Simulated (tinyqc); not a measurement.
Valley splitting of a silicon quantum well in envelope theory, step by step. Values are carried at full precision from step to step, so a last printed digit may differ when a step is redone from the rounded ones.

Constants: hbar^2/2m0 = 3.80998211 eV angstrom^2; kB = 8.617333262e-05 eV/K.

Values chosen for the exercise (near those of a strained Si well in SiGe; shifted at random, so the results belong to these values and not to a real crystal):
```
symbol  value  unit      meaning
k0      0.852  2 pi/a    valley position
a       5.431  angstrom  lattice constant
ml      0.924  m0        mass along z
F       7.6    mV/nm     field pressing towards the upper interface
w       0.8    angstrom  interface width parameter
L       102    angstrom  well width
V0      0.15   eV        conduction offset
C0      0.273            Bloch overlap factor
Yb      0.24             Ge share of the barrier
Yw      0.05             Ge share of the well
ad      110    angstrom  dot radius
```

## Wave number and lengths

q = 2 k0 (2 pi/a), its wavelength, the field length (c/(ml e F))^(1/3) with c = hbar^2/2m0 and 1 mV/nm = 1e-4 eV/angstrom, and the damping factor y/sinh(y), y = pi q w, of a step smoothed as 1/(1 + exp(z/w)).

q = 1.9714 1/angstrom
wavelength = 3.187 angstrom
field length = 17.6 angstrom
damping factor = 0.0699

## The envelope

The well lies at 0 < z < L; U(z) = V0 [1/(1 + exp(z/w)) + 1/(1 + exp((L - z)/w))] - e F z, 1 mV/nm = 1e-4 eV/angstrom. The envelope psi solves -(c/ml) psi'' + U psi = E psi, c = hbar^2/2m0, by three-point differences on a grid of 0.1 angstrom from -40 to L + 40 angstrom. The two valleys at +/- k0 couple through D = C0 times the integral of exp(-i q z) U(z) psi^2, q = 2 k0 (2 pi/a), and split by Ev = 2|D|.

Two lowest levels, mean position, and psi^2 at both interfaces.

levels (meV): -50.19  -26.96

<z> = 79.9 angstrom
psi^2 at z = 0 and L (1/angstrom): 1.19e-07  0.00475

The field makes psi^2 at the upper interface 3.97e+04 times that at the lower one. The orbital spacing is 23.2 meV.

## Contributions to the coupling

Split D into the lower barrier, the upper barrier and the field term.

Parts of D (micro-eV):
```
part,real,imaginary,size
lower barrier,0.000,0.000,0.000
upper barrier,5.428,-5.156,7.487
field term,0.063,-0.044,0.077
```

## Valley splitting and phase

The inter-valley coupling D is the sum of the complex parts; Ev = 2|D|, the valley phase is arg D, and kB T equals Ev at T = Ev/kB.

Ev = 15.1 micro-eV
phase = -0.76 rad
T = 0.18 K

The upper barrier gives the largest part.

## Alloy disorder

Random alloy: with Y(z) = Yw + (Yb - Yw) B(z), B the bracket in U, and in-plane density exp(-r^2/ad^2)/(pi ad^2), D gains a random complex part of variance sigma^2 = (C0^2/pi)(a^2 V0/(8 ad (Yb - Yw)))^2 (4/a) times the integral of psi^4 Y (1 - Y). Alone it gives a mean splitting sqrt(pi) sigma; together with the smooth part the rms splitting is 2 sqrt(|D|^2 + sigma^2).

Give the integral, sigma, the mean splitting from disorder alone and the rms total.

integral = 0.00112 1/angstrom
sigma = 117.2 micro-eV
sqrt(pi) sigma = 207.7 micro-eV
rms splitting = 234.8 micro-eV

|D|/sigma = 0.06: disorder dominates, so the splitting scatters from dot to dot down to zero.

## Checks

- Lowest level for sharp walls and no field against the square well, meV: both 3.2.
- Size of one barrier part in that case against C0 V0 psi(0)^2/sqrt(q^2 + 4 kappa^2), micro-eV: 7.7 against 7.8.

Run: tinyqc, `OMP_NUM_THREADS=1 python tinyqc.py 1251235 1251236 out.jsonl`; Intel(R) Xeon(R) Processor @ 2.30GHz, one thread, shared host; about 0.2 s of CPU time with all checks.
